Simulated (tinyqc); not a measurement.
Resistance of a source-drain extension with a graded tip: two steps of the calculation.

y runs along the channel, the gate covers y > 0. The doping is N0 for y < y0 and N0 10^(-(y - y0)/la) beyond, uniform over the depth xj. Sheet conductance s(y) = q mu(N) max(N - Nch, 0) xj + (for y > 0) ma Cox Vo, with mu(N) = u0 + (u1 - u0)/(1 + (N/Nr)^au) and Cox = eps0 eox/tox. Current is taken as one-dimensional; depletion of the tip, spreading and the contact are left out. The metallurgical junction lies at yj, where N = Nch.

Values chosen for this exercise; mobility law close to that of electrons in silicon:
```
symbol   value        unit                                                                 meaning
eox        3.9              relative permittivity of the gate insulator (close to silicon dioxide)
tox        2.1          nm                                                     insulator thickness
N0      8.4e19       cm^-3                        active doping of the extension far from the gate
la         2.3   nm/decade                                                      lateral abruptness
y0         3.7          nm          position under the gate where the fall begins (gate edge at 0)
xj          29          nm                                                  depth of the extension
Nch     1.3e18       cm^-3                                                          channel doping
Vo        0.47           V                                                          gate overdrive
ma         160  cm^2/(V s)                                      mobility of the gate-induced layer
u1        1414  cm^2/(V s)                                                  mobility at low doping
u0        68.5  cm^2/(V s)                                                 mobility at high doping
Nr      9.2e16       cm^-3                                                        reference doping
au       0.711                                                                            exponent
Lg          30          nm                                                             gate length
```

Constants: q = 1.602176634e-19 C, eps0 = 8.8541878128e-14 F/cm where lengths are in cm. Results are converted to the units shown.

Question 1. Sheet resistances and junction position. yj = y0 + la log10(N0/Nch); sheet resistance of the full extension 1/[q mu(N0)(N0 - Nch) xj] and of the gate-induced layer 1/(ma Cox Vo); metallurgical length Lg - 2 yj; ye is where the doped and the gate-induced conductances are equal.

Find: yj; sheet resistance of the extension; sheet resistance of the induced layer; metallurgical length; ye; N at ye.

Answer 1.

yj = 7.864 nm
sheet resistance of the extension = 329.5 ohm/square
sheet resistance of the induced layer = 8087 ohm/square
metallurgical length = 14.27 nm
ye = 7.098 nm
N at ye = 2.799e18 cm^-3

The gate takes over 0.766 nm before the junction, where N is still 2.15 times the channel doping.

Question 2. Resistance of the overlapped part. Midpoint rule on 12 equal steps from 0 to yj: R_ov = sum h/s(y), per width.

Wanted: y; N; doped conductance; sheet resistance; R_ov.

Answer 2.

```
point  y (nm)  N (cm^-3)  doped conductance (uS)  sheet resistance (ohm/square)
0      0.3277   8.400e19                    3035                          316.6
1      0.9830   8.400e19                    3035                          316.6
2       1.638   8.400e19                    3035                          316.6
3       2.294   8.400e19                    3035                          316.6
4       2.949   8.400e19                    3035                          316.6
5       3.604   8.400e19                    3035                          316.6
6       4.260   4.797e19                    1823                          513.7
7       4.915   2.489e19                    1021                          873.7
8       5.570   1.292e19                   579.4                           1422
9       6.225   6.703e18                   324.8                           2230
10      6.881   3.478e18                   165.0                           3465
11      7.536   1.805e18                   49.99                           5759
```

R_ov = 10.59 ohm um

Program tinyqc, `OMP_NUM_THREADS=1 python tinyqc.py 2282242 2282243 out.jsonl`; Intel Xeon 2.30GHz, shared host, one thread, about 0.04 s.
